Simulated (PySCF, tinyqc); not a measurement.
RKS/exchange-only LDA in the sto-3g basis, for Li-, spin multiplicity 1, step by step. The basis has no diffuse functions, so it cannot describe the extra electron: this is an exercise in the method, not the real anion. The lowest restricted solution is unstable here: a spin-polarised one lies 0.0011 hartree lower (PySCF). Computed by tinyqc, a small Python program that keeps every step (integrals from PySCF). Settings: charge = -1, multiplicity = 1, basis = sto-3g, energy threshold = 1e-08, iteration cap = 51, orthogonalisation = symmetric, start = atomic densities, DIIS depth = 3, damping = 0.2, method = RKS, functional = Slater exchange alone, grid = [10, 50]. Command: `OMP_NUM_THREADS=1 python tinyqc.py 28950 28951 out.jsonl` (the two numbers bound the seeds that draw the settings). One thread of a shared host (Intel(R) Xeon(R) Processor @ 2.60GHz), about 0.1 s of CPU time with the checks. Later iterations appear only in the table of the cycle.

## One-electron integrals

Geometry (angstrom):

| atom | x | y | z |
|---|---|---|---|
| Li | 0.00000 | 0.00000 | 0.00000 |

Basis sto-3g: exponents (1/bohr^2) and contraction coefficients of normalised primitives:

| element | l (shell) | exponent | coefficient |
|---|---|---|---|
| Li | s (1) | 16.11958 | 0.15433 |
| Li | s (1) | 2.93620 | 0.53533 |
| Li | s (1) | 0.79465 | 0.44463 |
| Li | s (2) | 0.63629 | -0.09997 |
| Li | s (2) | 0.14786 | 0.39951 |
| Li | s (2) | 0.04809 | 0.70012 |
| Li | p (3) | 0.63629 | 0.15592 |
| Li | p (3) | 0.14786 | 0.60768 |
| Li | p (3) | 0.04809 | 0.39196 |

Overlap, kinetic and nuclear-attraction integrals over the contracted functions; the nuclear repulsion is the sum of Za Zb / Rab.

nuclear repulsion = 0 hartree

overlap S, lower triangle:
```
          1Li 1s   1Li 2s  1Li 2px  1Li 2py  1Li 2pz
1Li 1s   1.00000
1Li 2s   0.24114  1.00000
1Li 2px  0.00000  0.00000  1.00000
1Li 2py  0.00000  0.00000  0.00000  1.00000
1Li 2pz  0.00000  0.00000  0.00000  0.00000  1.00000
```

kinetic energy T (hartree), lower triangle:
```
           1Li 1s   1Li 2s  1Li 2px  1Li 2py  1Li 2pz
1Li 1s    3.57679
1Li 2s   -0.02024  0.10216
1Li 2px   0.00000  0.00000  0.31968
1Li 2py   0.00000  0.00000  0.00000  0.31968
1Li 2pz   0.00000  0.00000  0.00000  0.00000  0.31968
```

nuclear attraction V (hartree), lower triangle:
```
           1Li 1s    1Li 2s   1Li 2px   1Li 2py   1Li 2pz
1Li 1s   -7.98288
1Li 2s   -0.96434  -1.20692
1Li 2px   0.00000   0.00000  -1.19726
1Li 2py   0.00000   0.00000   0.00000  -1.19726
1Li 2pz   0.00000   0.00000   0.00000   0.00000  -1.19726
```

core Hamiltonian H = T + V (hartree), lower triangle:
```
           1Li 1s    1Li 2s   1Li 2px   1Li 2py   1Li 2pz
1Li 1s   -4.40609
1Li 2s   -0.98458  -1.10476
1Li 2px   0.00000   0.00000  -0.87758
1Li 2py   0.00000   0.00000   0.00000  -0.87758
1Li 2pz   0.00000   0.00000   0.00000   0.00000  -0.87758
```

## Two-electron integrals

Functions are numbered as in S; the eight-fold symmetry (ij|kl) = (ji|kl) = (kl|ij) leaves the list below.

Two-electron integrals (ij|kl) in chemists' order, unique and non-zero (hartree):
```
(11|11) 1.68040   (21|11) 0.26542   (21|21) 0.04994   (22|11) 0.39773
(22|21) 0.09286   (22|22) 0.29056   (31|31) 0.00898   (32|31) 0.01379
(32|32) 0.06418   (33|11) 0.39664   (33|21) 0.09288   (33|22) 0.29050
(33|33) 0.31295   (41|41) 0.00898   (42|41) 0.01379   (42|42) 0.06418
(43|43) 0.01687   (44|11) 0.39664   (44|21) 0.09288   (44|22) 0.29050
(44|33) 0.27921   (44|44) 0.31295   (51|51) 0.00898   (52|51) 0.01379
(52|52) 0.06418   (53|53) 0.01687   (54|54) 0.01687   (55|11) 0.39664
(55|21) 0.09288   (55|22) 0.29050   (55|33) 0.27921   (55|44) 0.27921
(55|55) 0.31295
```

## Orthogonalisation

S = U s U^T; symmetric (Loewdin) form X = U s^(-1/2) U^T, so that X^T S X = 1.

eigenvalues of S: 0.75886  1.00000  1.00000  1.00000  1.24114

X, lower triangle:
```
           1Li 1s   1Li 2s  1Li 2px  1Li 2py  1Li 2pz
1Li 1s    1.02278
1Li 2s   -0.12516  1.02278
1Li 2px   0.00000  0.00000  1.00000
1Li 2py   0.00000  0.00000  0.00000  1.00000
1Li 2pz   0.00000  0.00000  0.00000  0.00000  1.00000
```

## Starting guess

The start is atomic minimal-basis densities projected into this basis (PySCF's MINAO start) and scaled to the electron count of each spin; this density is not idempotent, so its energy is not variational and may lie below the converged one.

D at the start, lower triangle:
```
           1Li 1s   1Li 2s  1Li 2px  1Li 2py  1Li 2pz
1Li 1s    2.77542
1Li 2s   -0.30546  1.37189
1Li 2px   0.00000  0.00000  0.00000
1Li 2py   0.00000  0.00000  0.00000  0.00000
1Li 2pz   0.00000  0.00000  0.00000  0.00000  0.00000
```

## Iteration 1: exchange-correlation on the grid

Becke grid with 10 radial and 50 angular points per atom, points of zero weight dropped. rho = sum D_ij phi_i phi_j; V_xc,ij = sum w v_xc phi_i phi_j; v_xc is d(rho eps)/d rho.

The 16 grid points with the largest w rho, of 500 (bohr, atomic units):

| x | y | z | w | rho | eps_xc | v_xc |
|---|---|---|---|---|---|---|
| 0.46001 | 0.00000 | 0.46001 | 0.06229 | 0.52127 | -0.59439 | -0.79252 |
| -0.46001 | 0.00000 | 0.46001 | 0.06229 | 0.52127 | -0.59439 | -0.79252 |
| -0.46001 | 0.00000 | -0.46001 | 0.06229 | 0.52127 | -0.59439 | -0.79252 |
| 0.46001 | 0.00000 | -0.46001 | 0.06229 | 0.52127 | -0.59439 | -0.79252 |
| 0.46001 | -0.46001 | 0.00000 | 0.06229 | 0.52127 | -0.59439 | -0.79252 |
| -0.46001 | -0.46001 | 0.00000 | 0.06229 | 0.52127 | -0.59439 | -0.79252 |
| -0.46001 | 0.46001 | 0.00000 | 0.06229 | 0.52127 | -0.59439 | -0.79252 |
| 0.46001 | 0.46001 | 0.00000 | 0.06229 | 0.52127 | -0.59439 | -0.79252 |
| 0.00000 | 0.46001 | 0.46001 | 0.06229 | 0.52127 | -0.59439 | -0.79252 |
| 0.00000 | -0.46001 | 0.46001 | 0.06229 | 0.52127 | -0.59439 | -0.79252 |
| 0.00000 | -0.46001 | -0.46001 | 0.06229 | 0.52127 | -0.59439 | -0.79252 |
| 0.00000 | 0.46001 | -0.46001 | 0.06229 | 0.52127 | -0.59439 | -0.79252 |
| 0.37560 | 0.37560 | 0.37560 | 0.05821 | 0.52127 | -0.59439 | -0.79252 |
| -0.37560 | 0.37560 | 0.37560 | 0.05821 | 0.52127 | -0.59439 | -0.79252 |
| -0.37560 | -0.37560 | 0.37560 | 0.05821 | 0.52127 | -0.59439 | -0.79252 |
| 0.37560 | -0.37560 | 0.37560 | 0.05821 | 0.52127 | -0.59439 | -0.79252 |

electrons on the grid, sum of w rho = 4.05705

E_xc = sum of w rho eps_xc = -2.3798358 hartree

V_xc (hartree), lower triangle:
```
           1Li 1s    1Li 2s   1Li 2px   1Li 2py   1Li 2pz
1Li 1s   -1.09273
1Li 2s   -0.13946  -0.16439
1Li 2px   0.00000   0.00000  -0.16195
1Li 2py   0.00000   0.00000   0.00000  -0.16195
1Li 2pz   0.00000   0.00000   0.00000   0.00000  -0.16195
```

## Iteration 1: building the Kohn-Sham matrix

J_ij = sum D_kl (ij|kl); F = H + J + V_xc; E = tr D H + tr D J / 2 + E_xc + E_nn.

Coulomb J (hartree), lower triangle:
```
          1Li 1s   1Li 2s  1Li 2px  1Li 2py  1Li 2pz
1Li 1s   5.04730
1Li 2s   0.83354  1.44575
1Li 2px  0.00000  0.00000  1.44263
1Li 2py  0.00000  0.00000  0.00000  1.44263
1Li 2pz  0.00000  0.00000  0.00000  0.00000  1.44263
```

Kohn-Sham matrix F (hartree), lower triangle:
```
           1Li 1s   1Li 2s  1Li 2px  1Li 2py  1Li 2pz
1Li 1s   -0.45153
1Li 2s   -0.29051  0.17660
1Li 2px   0.00000  0.00000  0.40310
1Li 2py   0.00000  0.00000  0.00000  0.40310
1Li 2pz   0.00000  0.00000  0.00000  0.00000  0.40310
```

total energy of this density = -7.7814397 hartree

This density is the starting one; it is not idempotent, so its energy is not variational and may lie below the converged one.

## Iteration 1: diagonalisation and new density

Diagonalise F' = X^T F X, C = X C', fill 2 alpha and 2 beta electrons from the bottom; D = 2 C_occ C_occ^T; the new density keeps 0.2 of the old one (damping). Each column has its largest component positive (the first on a tie).

F' = X^T F X (hartree), lower triangle:
```
          1        2        3        4        5
1  -0.39519
2  -0.27325  0.25204
3   0.00000  0.00000  0.40310
4   0.00000  0.00000  0.00000  0.40310
5   0.00000  0.00000  0.00000  0.00000  0.40310
```

orbital energies (hartree): MO1 -0.49512, MO2 0.35197, MO3 0.40310, MO4 0.40310, MO5 0.40310

coefficients C:
```
             MO1       MO2      MO3       MO4       MO5
1Li 1s   0.91757  -0.46884  0.00000   0.00000   0.00000
1Li 2s   0.23374   1.00354  0.00000   0.00000   0.00000
1Li 2px  0.00000   0.00000  0.02502  -0.26715   0.96333
1Li 2py  0.00000   0.00000  0.04068   0.96311   0.26603
1Li 2pz  0.00000   0.00000  0.99886  -0.03253  -0.03497
```

D after iteration 1, lower triangle:
```
           1Li 1s   1Li 2s  1Li 2px  1Li 2py  1Li 2pz
1Li 1s    2.25386
1Li 2s   -0.47073  1.97316
1Li 2px   0.00000  0.00000  0.00000
1Li 2py   0.00000  0.00000  0.00000  0.00000
1Li 2pz   0.00000  0.00000  0.00000  0.00000  0.00000
```

Within a degenerate level the vectors are fixed only up to a rotation; this is one choice.

## Iteration 2: exchange-correlation on the grid

As before.

The 16 grid points with the largest w rho, of 500 (bohr, atomic units):

| x | y | z | w | rho | eps_xc | v_xc |
|---|---|---|---|---|---|---|
| 0.00000 | 0.46001 | 0.46001 | 0.06229 | 0.41348 | -0.55022 | -0.73363 |
| 0.46001 | 0.00000 | -0.46001 | 0.06229 | 0.41348 | -0.55022 | -0.73363 |
| 0.46001 | 0.46001 | 0.00000 | 0.06229 | 0.41348 | -0.55022 | -0.73363 |
| -0.46001 | 0.00000 | -0.46001 | 0.06229 | 0.41348 | -0.55022 | -0.73363 |
| 0.00000 | -0.46001 | -0.46001 | 0.06229 | 0.41348 | -0.55022 | -0.73363 |
| 0.46001 | -0.46001 | 0.00000 | 0.06229 | 0.41348 | -0.55022 | -0.73363 |
| -0.46001 | 0.46001 | 0.00000 | 0.06229 | 0.41348 | -0.55022 | -0.73363 |
| -0.46001 | -0.46001 | 0.00000 | 0.06229 | 0.41348 | -0.55022 | -0.73363 |
| -0.46001 | 0.00000 | 0.46001 | 0.06229 | 0.41348 | -0.55022 | -0.73363 |
| 0.46001 | 0.00000 | 0.46001 | 0.06229 | 0.41348 | -0.55022 | -0.73363 |
| 0.00000 | 0.46001 | -0.46001 | 0.06229 | 0.41348 | -0.55022 | -0.73363 |
| 0.00000 | -0.46001 | 0.46001 | 0.06229 | 0.41348 | -0.55022 | -0.73363 |
| 0.37560 | -0.37560 | -0.37560 | 0.05821 | 0.41348 | -0.55022 | -0.73363 |
| 0.37560 | 0.37560 | 0.37560 | 0.05821 | 0.41348 | -0.55022 | -0.73363 |
| 0.37560 | -0.37560 | 0.37560 | 0.05821 | 0.41348 | -0.55022 | -0.73363 |
| -0.37560 | 0.37560 | 0.37560 | 0.05821 | 0.41348 | -0.55022 | -0.73363 |

electrons on the grid, sum of w rho = 4.04701

E_xc = sum of w rho eps_xc = -1.8876444 hartree

V_xc (hartree), lower triangle:
```
           1Li 1s    1Li 2s   1Li 2px   1Li 2py   1Li 2pz
1Li 1s   -1.01600
1Li 2s   -0.13187  -0.17793
1Li 2px   0.00000   0.00000  -0.17537
1Li 2py   0.00000   0.00000   0.00000  -0.17537
1Li 2pz   0.00000   0.00000   0.00000   0.00000  -0.17537
```

## Iteration 2: building the Kohn-Sham matrix

As before.

Coulomb J (hartree), lower triangle:
```
          1Li 1s   1Li 2s  1Li 2px  1Li 2py  1Li 2pz
1Li 1s   4.32228
1Li 2s   0.73443  1.38232
1Li 2px  0.00000  0.00000  1.37972
1Li 2py  0.00000  0.00000  0.00000  1.37972
1Li 2pz  0.00000  0.00000  0.00000  0.00000  1.37972
```

Kohn-Sham matrix F (hartree), lower triangle:
```
           1Li 1s   1Li 2s  1Li 2px  1Li 2py  1Li 2pz
1Li 1s   -1.09982
1Li 2s   -0.38201  0.09964
1Li 2px   0.00000  0.00000  0.32678
1Li 2py   0.00000  0.00000  0.00000  0.32678
1Li 2pz   0.00000  0.00000  0.00000  0.00000  0.32678
```

total energy of this density = -7.1823399 hartree

This density is a damped mixture and is not idempotent, and it still holds part of the atomic start, so its energy may lie below the converged one.

## Iteration 2: DIIS over 2 matrices

error matrix X^T (FDS - SDF) X:
```
          1        2        3        4        5
1   0.00000  0.02752  0.00000  0.00000  0.00000
2  -0.02752  0.00000  0.00000  0.00000  0.00000
3   0.00000  0.00000  0.00000  0.00000  0.00000
4   0.00000  0.00000  0.00000  0.00000  0.00000
5   0.00000  0.00000  0.00000  0.00000  0.00000
```

B (overlaps of the stored error matrices):
```
               1              2
1  1.2128769e-01  1.3553452e-02
2  1.3553452e-02  1.5145484e-03
```

Minimise |sum c_i e_i|^2 with sum c_i = 1: solve [B -1; -1 0][c; lambda] = [0; -1] with B_ij = tr e_i^T e_j, and take F = sum c_i F_i.

DIIS coefficients: -0.12580  1.12580

extrapolated F (hartree), lower triangle:
```
           1Li 1s   1Li 2s  1Li 2px  1Li 2py  1Li 2pz
1Li 1s   -1.18138
1Li 2s   -0.39353  0.08996
1Li 2px   0.00000  0.00000  0.31717
1Li 2py   0.00000  0.00000  0.00000  0.31717
1Li 2pz   0.00000  0.00000  0.00000  0.00000  0.31717
```

## Iteration 2: diagonalisation and new density

As before.

F' = X^T F X (hartree), lower triangle:
```
          1        2        3        4        5
1  -1.13365
2  -0.27811  0.17635
3   0.00000  0.00000  0.31717
4   0.00000  0.00000  0.00000  0.31717
5   0.00000  0.00000  0.00000  0.00000  0.31717
```

orbital energies (hartree): MO1 -1.19024, MO2 0.23294, MO3 0.31717, MO4 0.31717, MO5 0.31717

coefficients C:
```
             MO1       MO2       MO3      MO4       MO5
1Li 1s   0.97727  -0.32661   0.00000  0.00000   0.00000
1Li 2s   0.08131   1.02719   0.00000  0.00000   0.00000
1Li 2px  0.00000   0.00000  -0.27078  0.04145   0.96175
1Li 2py  0.00000   0.00000   0.93310  0.25691   0.25164
1Li 2pz  0.00000   0.00000  -0.23665  0.96555  -0.10825
```

D after iteration 2, lower triangle:
```
           1Li 1s   1Li 2s  1Li 2px  1Li 2py  1Li 2pz
1Li 1s    2.14955
1Li 2s   -0.50378  2.09341
1Li 2px   0.00000  0.00000  0.00000
1Li 2py   0.00000  0.00000  0.00000  0.00000
1Li 2pz   0.00000  0.00000  0.00000  0.00000  0.00000
```

Within a degenerate level the vectors are fixed only up to a rotation; this is one choice.

## Iteration 14 (converged): orbitals

converged F (hartree), lower triangle:
```
           1Li 1s   1Li 2s  1Li 2px  1Li 2py  1Li 2pz
1Li 1s   -1.25993
1Li 2s   -0.40467  0.08091
1Li 2px   0.00000  0.00000  0.30819
1Li 2py   0.00000  0.00000  0.00000  0.30819
1Li 2pz   0.00000  0.00000  0.00000  0.00000  0.30819
```

Diagonalise F' = X^T F X, C = X C', fill 2 alpha and 2 beta electrons from the bottom; D = 2 C_occ C_occ^T. Each column has its largest component positive (the first on a tie).

F' = X^T F X (hartree), lower triangle:
```
          1        2        3        4        5
1  -1.21310
2  -0.27873  0.16851
3   0.00000  0.00000  0.30819
4   0.00000  0.00000  0.00000  0.30819
5   0.00000  0.00000  0.00000  0.00000  0.30819
```

orbital energies (hartree): MO1 -1.26721, MO2 0.22262, MO3 0.30819, MO4 0.30819, MO5 0.30819

coefficients C:
```
             MO1       MO2      MO3       MO4       MO5
1Li 1s   0.98018  -0.31779  0.00000   0.00000   0.00000
1Li 2s   0.07205   1.02788  0.00000   0.00000   0.00000
1Li 2px  0.00000   0.00000  0.71087  -0.57049  -0.41134
1Li 2py  0.00000   0.00000  0.60575   0.19944   0.77025
1Li 2pz  0.00000   0.00000  0.35739   0.79672  -0.48735
```

D after iteration 14, lower triangle:
```
           1Li 1s   1Li 2s  1Li 2px  1Li 2py  1Li 2pz
1Li 1s    2.12347
1Li 2s   -0.51205  2.12347
1Li 2px   0.00000  0.00000  0.00000
1Li 2py   0.00000  0.00000  0.00000  0.00000
1Li 2pz   0.00000  0.00000  0.00000  0.00000  0.00000
```

Within a degenerate level the vectors are fixed only up to a rotation; this is one choice.

## Convergence

Stop when the energy changes by less than 1e-08 hartree and every element of the error matrix X^T (F D S - S D F) X is below 3e-05.

Course of the cycle:

| iteration | E (hartree) | change | largest element of the error matrix |
|---|---|---|---|
| 1 | -7.7814397 | - | 2.46e-01 |
| 2 | -7.1823399 | 5.99e-01 | 2.75e-02 |
| 3 | -7.0239928 | 1.58e-01 | 4.65e-03 |
| 4 | -6.9907931 | 3.32e-02 | 8.95e-04 |
| 5 | -6.9840920 | 6.70e-03 | 1.78e-04 |
| 6 | -6.9827494 | 1.34e-03 | 3.55e-05 |
| 7 | -6.9824808 | 2.69e-04 | 7.09e-06 |
| 8 | -6.9824270 | 5.37e-05 | 1.42e-06 |
| 9 | -6.9824163 | 1.07e-05 | 2.84e-07 |
| 10 | -6.9824141 | 2.15e-06 | 5.67e-08 |
| 11 | -6.9824137 | 4.30e-07 | 1.13e-08 |
| 12 | -6.9824136 | 8.60e-08 | 2.27e-09 |
| 13 | -6.9824136 | 1.72e-08 | 4.54e-10 |
| 14 | -6.9824136 | 3.44e-09 | 9.08e-11 |

PySCF RKS in the same basis, fine grid = -6.9482332 hartree

Converged in 14 iterations. The coarse grid moves the energy by -3.42e-02 hartree.

## Populations

Mulliken: Z minus the diagonal of D S on the atom; Loewdin: the same with S^(1/2) D S^(1/2).

Charges (e):

| atom | Mulliken | Loewdin |
|---|---|---|
| 1Li | -1.00000 | -1.00000 |
